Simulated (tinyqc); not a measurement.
# Charge control and current of a heterostructure field-effect transistor, step by step

A worked calculation. Computed by tinyqc, a small Python program that keeps every step. Command: `OMP_NUM_THREADS=1 python tinyqc.py 3023764 3023765 out.jsonl hemt walk`. One thread of a shared host (Intel(R) Xeon(R) Processor @ 2.30GHz), about 0.01 s of CPU time with the checks. Intermediate numbers are printed to about 6 digits and carried at full precision; extremes and crossings named in words are read from the listed rows.

Two subbands in a triangular well; E_F is counted from the conduction band edge of the channel at the interface.

Inputs (values chosen for the exercise, modelled on AlGaAs/GaAs):
```
quantity,value,unit
channel mass m,0.067,m_0
permittivity eps (barrier and channel),12.4,-
barrier thickness d,18,nm
Schottky barrier phi_B,0.99,eV
conduction band offset dE_c,0.24,eV
delta-doping density N_d,5.3e+12,1/cm^2
gate voltage V_G,0,V
mobility mu,7300,cm^2/(V s)
saturation velocity v_s,1.7,1e7 cm/s
gate length L,380,nm
source resistance R_S,0.14,ohm mm
temperature T,77,K
mixing,0.3,-
iteration cap,200,-
spacer between delta layer and channel,3.9,nm
```

Charge source: delta doping. Velocity law: smooth.

Constants: e = 1.602176634e-19 C; eps_0 = 8.8541878128e-12 F/m; k_B = 8.617333262e-05 eV/K; hbar = 1.054571817e-34 J s; m_0 = 9.1093837015e-31 kg; k_B = 1.380649e-23 J/K.

## Threshold and barrier capacitance

Threshold V_T = phi_B - dE_c - e N_d (d - spacer)/(eps eps_0) (in volts); C_b = eps eps_0/d.

threshold voltage V_T = -0.340523 V

barrier capacitance C_b = 0.609955 microfarad/cm^2

The device is normally on.

## First iteration

Charge control: n_s = C_b (V_G - V_T - E_F/e)/e. Well: mean field F = e n_s/(2 eps eps_0), E_i = (hbar^2/2m)^(1/3) [(3 pi e F/2)(i + 3/4)]^(2/3), i = 0, 1; n_s = D k_B T sum_i ln(1 + exp((E_F - E_i)/k_B T)), D = m/(pi hbar^2), which is solved in closed form for E_F. Iteration from n_s = C_b (V_G - V_T)/(2e): E_F from n_s, n_out from the charge control, n_new = n_s + mixing (n_out - n_s), kept above n_s/10; stop when |n_out/n_s - 1| < 1e-9.

starting n_s = 6.48193e+11 1/cm^2

E_0 = 54.1619 meV

E_1 = 95.2822 meV

E_F = 76.7112 meV

n_out = 1.00434e+12 1/cm^2

## Sheet density

The formulas are those given above.

Course of the iteration:
```
iteration,n_s (1/cm^2),E_F (meV),|n_out/n_s - 1|
1,6.48193e+11,76.711,5.49451e-01
2,7.55038e+11,86.451,2.81081e-01
3,8.18706e+11,92.097,1.55200e-01
4,8.56825e+11,95.429,8.89997e-02
5,8.79702e+11,97.414,5.20929e-02
6,8.93450e+11,98.600,3.08464e-02
7,9.01718e+11,99.312,1.83889e-02
...,...,...,...
34,9.14214e+11,100.386,2.03357e-08
35,9.14214e+11,100.386,1.22431e-08
36,9.14214e+11,100.386,7.37100e-09
37,9.14214e+11,100.386,4.43772e-09
38,9.14214e+11,100.386,2.67173e-09
39,9.14214e+11,100.386,1.60852e-09
40,9.14214e+11,100.386,9.68411e-10
```

sheet density n_s = 9.14214e+11 1/cm^2

Converged in 40 iterations.

## Levels and gate capacitance

C_g = e dn_s/dV_G = 1/(1/C_b + 1/C_q), 1/C_q = d(E_F/e)/d(e n_s) by a central difference of +/- 0.1 % in n_s; added distance dd = eps eps_0/C_q.

E_0 = 68.1171 meV

E_1 = 119.832 meV

E_F = 100.386 meV

share in the second subband = 1.05592 %

gate capacitance C_g = 0.459824 microfarad/cm^2

added distance dd = 5.87693 nm

C_g is 75 % of C_b: the finite density of states and the rise of E_0 act as 5.9 nm of extra barrier.

## Saturation current

With V = e n_s/C_g and V_c = v_s L/mu: for v = mu F/(1 + mu F/v_s), V_Dsat = V_c (sqrt(1 + 2V/V_c) - 1) and I/W = C_g v_s (V - V_Dsat); g_m = dI/dV; extrinsic g_m/(1 + g_m R_S); f_T = g_m/(2 pi C_g L).

V = 0.318542 V

V_c = 0.0884932 V

V_Dsat = 0.164901 V

saturation current I/W = 120.101 mA/mm

intrinsic g_m = 508.707 mS/mm

extrinsic g_m = 474.886 mS/mm

intrinsic f_T = 46.3353 GHz

V/V_c = 3.60: velocity saturation rules; I is 48 % of e n_s v_s = 249 mA/mm.

## Gate length

The formulas are those given above.

Scaling; the last columns are v_s/(2 pi L) and mu V/(2 pi L^2):
```
L (nm),I/W (mA/mm),g_m (mS/mm),extrinsic g_m (mS/mm),f_T (GHz),velocity limit (GHz),mobility limit (GHz)
30,202.030,700.288,637.761,8.07948e+02,901.878,4.11213e+04
60,185.370,667.184,610.189,3.84878e+02,450.939,1.02803e+04
120,164.284,621.460,571.718,1.79250e+02,225.470,2.57008e+03
250,137.239,555.504,515.420,7.69087e+01,108.225,5.92147e+02
500,108.479,474.417,444.869,3.28411e+01,54.113,1.48037e+02
1000,79.198,377.261,358.335,1.30578e+01,27.056,3.70092e+01
2000,52.844,273.702,263.601,4.73670e+00,13.528,9.25229e+00
5000,27.060,153.244,150.025,1.06082e+00,5.411,1.48037e+00
```

f_T scales as L^-1.07 at the short end and L^-1.63 at the long end; the two limits cross at L = mu V/v_s = 1370 nm. g_m tends to C_g v_s = 782 mS/mm, and R_S cuts it by 9 % at the shortest gate. Fringe capacitances and short-channel effects, left out, lower f_T once L is below about ten barrier thicknesses.

Checks made by the program: iterated density against a bracketing root search (relative difference 7e-10).
